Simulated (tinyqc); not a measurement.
# Changing the zero-phonon energy E_ZPL

Model: configuration-coordinate model of a defect: Huang-Rhys factor and luminescence line shape. Computed by tinyqc, a small Python program. Command: `OMP_NUM_THREADS=1 python tinyqc.py 3007727 3007728 out.jsonl ccline sweep`. One thread of a shared host (Intel(R) Xeon(R) Processor @ 2.30GHz), about 0.03 s of CPU time with the checks.

Ground state E_g(Q) = (1/2) omega_g^2 Q^2; excited state E_e(Q) = E_0 + (1/2) omega_e^2 (Q - dQ)^2 with E_0 = E_ZPL - (hbar omega_e - hbar omega_g)/2. Q is mass-weighted; the dipole does not depend on Q (Condon approximation).

Inputs (values chosen for the exercise, for a model defect in a wide-gap host):
```
quantity                           value              unit
displacement dQ                     1.98  u^(1/2) angstrom
ground-state phonon hbar omega_g    31.4               meV
excited-state phonon hbar omega_e   30.5               meV
temperature T                         77                 K
refractive index n_r                1.95                 -
transition dipole mu                0.71        e angstrom
quenching prefactor nu_0           9e+11               1/s
```

Modes: different frequencies.

Constants: hbar^2/u = 4.18015928e-03 eV angstrom^2; hbar = 6.582119569e-16 eV s; e = 1.602176634e-19 C; eps_0 = 8.8541878128e-12 F/m; hbar = 1.054571817e-34 J s; c = 299792458 m/s; k_B = 8.617333262e-05 eV/K.

Method. S = hbar omega dQ^2/(2 hbar^2/u) for each state; relaxation energy S hbar omega; absorption at E_0 + S_e hbar omega_e, emission at E_0 - S_g hbar omega_g; the Stokes shift is their difference. The curves cross at the root Q_c nearest dQ; the barrier is (1/2) omega_e^2 (Q_c - dQ)^2, with (1/2) omega^2 = (hbar omega)^2/(2 hbar^2/u). k_r = n_r omega^3 mu^2/(3 pi eps_0 hbar c^3) at the vertical emission energy, without local-field correction; k_nr = nu_0 exp(-barrier/k_B T) (Mott-Seitz); yield = k_r/(k_r + k_nr); T_1/2 = barrier/(k_B ln(nu_0/k_r)).

One run for each value; columns: (1) zero-phonon energy E_ZPL (eV); (2) radiative lifetime (ns); (3) classical barrier (eV); (4) quenching temperature T_1/2 (K); (5) vertical emission energy (eV):
```
(1)      (2)     (3)     (4)     (5)
1.49  246.59  0.5078   478.7  1.0281
1.92   86.44  0.9976  1027.9  1.4581
2.34   40.45  1.6186  1788.4  1.8781
2.77   21.79  2.3911  2807.3  2.3081
3.19   13.20  3.2712  4046.0  2.7281
3.62    8.51  4.2934  5571.0  3.1581
4.04    5.85  5.4036  7318.0  3.5781
4.47    4.16  6.6484  9376.3  4.0081
```

What does the table show, and why?

Over the rows, radiative lifetime (ns) falls from 247 to 4.16 (exponent d ln y / d ln x -4.1 between the first rows and -3.4 between the last); classical barrier (eV) rises from 0.508 to 6.65 (exponent d ln y / d ln x 2.7 between the first rows and 2.0 between the last); quenching temperature T_1/2 (K) rises from 479 to 9380 (exponent d ln y / d ln x 3.0 between the first rows and 2.5 between the last). A smaller transition energy lengthens the radiative lifetime through E^3 and lowers the barrier, both of which favour non-radiative decay.

Caution (rows 3.19, 3.62, 4.04, 4.47): the curves cross far outside the range of the harmonic model, so the barrier and T_1/2 have no quantitative meaning.

Extremes, crossings and ranges named in words are read from the listed rows.
